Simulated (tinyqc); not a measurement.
Comparisons within one model: deformation potentials from a strained empirical pseudopotential. A value that a table varies takes the place of the one given here.

Diamond lattice, no spin-orbit coupling. Atomic form factor V(q) = a1 (q^2 - a2)/(a3 exp(a4 q^2) - 1) in rydberg with q in 1/bohr, for the unstrained cell. Under a strain e the reciprocal vectors and k go over into (1 + e)^(-1) G, the atoms sit at +/- tau with tau = (1 + e) a (1,1,1)/8 - zeta a (eyz, ezx, exy)/4, and H(G,G') = c |k + G|^2 delta + (V(q)/det(1 + e)) cos(q.tau), q = G - G', with the term q = 0 left out; c = hbar^2/2m0. The basis is fixed before straining: all G with |k + G|^2 up to 16 (2 pi/a)^2. k is given in units of 2 pi/a of the unstrained cell.

Constants: hbar^2/2m0 = 3.80998211 eV angstrom^2; Ry = 13.60569312 eV; a0 (Bohr radius) = 0.5291772105 angstrom.

Parameters, chosen for this exercise (a germanium-sized cell with gaps well above those of Ge; the results hold for these values, not for the real material):

| symbol | value | unit | meaning |
|---|---|---|---|
| a | 5.658 | angstrom | lattice constant |
| A | (0.403, 2.438, 2.084, 0.458) |  | a1 (Ry bohr^2), a2 (1/bohr^2), a3, a4 (bohr^2) |
| h | 0.004 |  | size of the test strain |
| kD | 0.82 | 2 pi/a | position of the Delta minimum |
| a1 | 0.403 |  |  |
| a2 | 2.438 |  |  |
| a3 | 2.084 |  |  |
| a4 | 0.458 |  |  |

## The internal displacement

Xu of L (level 5, the lowest empty one) and d from exy = eyz = ezx = h for several zeta: Xu = [E(L [111]) - E(L [1-1-1])]/((8/3) h), d = (single valence level - pair)/(3 sqrt(3) h). zeta = 0 strains the bonds with the lattice; zeta = 1 keeps all four bond lengths equal to first order.

Results:

| zeta | Xu (L) (eV) | d (eV) |
|---|---|---|
| 0.00 | 8.85 | 1.78 |
| 0.25 | 10.05 | -0.61 |
| 0.50 | 11.27 | -2.99 |
| 0.60 | 11.76 | -3.94 |
| 0.75 | 12.50 | -5.37 |
| 1.00 | 13.74 | -7.75 |

From zeta = 0 to 1, d goes from 1.78 to -7.75 eV and Xu (L) from 8.85 to 13.74 eV, both nearly linearly: the displacement is an optical-phonon mode, and d = d(0) - zeta d0/4 gives its deformation potential d0 = 38 eV. Leaving the relaxation out (zeta = 0 for 0.5) moves d by +4.77 eV, which reverses its sign, and Xu (L) by -2.42 eV. Tetragonal strain has no such freedom.

## Size of the test strain

e = diag(-h/2, -h/2, h). Xu = [E(Delta z) - E(Delta x)]/(1.5 h) at fixed kD, b = [E(Z) - E(X, Y)]/(4.5 h); one-sided from +h alone, central from +h and -h.

Results (eV):

| h | Xu one-sided | Xu central | b one-sided | b central |
|---|---|---|---|---|
| 0.0010 | 7.765 | 7.768 | -2.976 | -2.973 |
| 0.0025 | 7.761 | 7.768 | -2.981 | -2.973 |
| 0.0050 | 7.754 | 7.769 | -2.989 | -2.973 |
| 0.0100 | 7.739 | 7.769 | -3.006 | -2.973 |
| 0.0200 | 7.712 | 7.772 | -3.039 | -2.973 |
| 0.0300 | 7.687 | 7.777 | -3.073 | -2.974 |

From h = 0.001 to 0.03 the one-sided Xu drifts by -0.079 eV and the central one by +0.009 eV; for b the drifts are -0.097 and -0.001 eV. The central difference cancels the term of second order in the strain, so its error goes as h^2. At h = 0.02 the linear law errs by 0.7 % for the valley splitting and 2.2 % for the valence splitting.

## What each parameter of the potential does

Gaps from the valence top to level 5 at Gamma and level 5 at (kD,0,0) and L, and their deformation potentials [E(+h) - E(-h)]/(3 ln((1 + h)/(1 - h))) for e = +/- h 1, h = 0.002. The row for the lattice constant keeps V(q) without the volume factor, so it is not a strain. Each row changes one parameter from the base and keeps the others.

Results:

| case | Gamma (eV) | Delta (eV) | L (eV) | potential Gamma (eV) | potential Delta (eV) | potential L (eV) |
|---|---|---|---|---|---|---|
| base | 1.497 | 1.248 | 1.096 | -8.88 | 0.83 | -2.90 |
| a = 5.715 angstrom | 1.290 | 1.480 | 1.146 | -9.06 | 0.52 | -3.10 |
| a1 = 0.407 | 1.519 | 1.317 | 1.142 | -8.96 | 0.80 | -2.94 |
| a2 = 2.414 | 1.635 | 1.186 | 1.114 | -8.83 | 0.90 | -2.86 |
| a3 = 2.063 | 1.517 | 1.345 | 1.157 | -8.97 | 0.81 | -2.94 |
| a4 = 0.463 | 1.438 | 1.174 | 1.035 | -8.73 | 0.92 | -2.81 |

The largest shifts from the base row, up to three for each result and ties (the steps differ in size, so this ranks the rows, not the parameters). Gamma (eV): a -0.207, a2 +0.138, a4 -0.059. Delta (eV): a +0.232, a3 +0.097, a4 -0.074. L (eV): a3 +0.061, a4 -0.061, a +0.051. potential Gamma (eV): a -0.18, a4 +0.15, a3 -0.10. potential Delta (eV): a -0.31, a4 +0.09, a2 +0.06. potential L (eV): a -0.20, a4 +0.10, a2 +0.04, a1 -0.04, a3 -0.04.

(tinyqc, `OMP_NUM_THREADS=1 python tinyqc.py 1880030 1880031 out.jsonl`, Intel(R) Xeon(R) Processor @ 2.30GHz, 1 thread, shared host, about 0.2 s.)
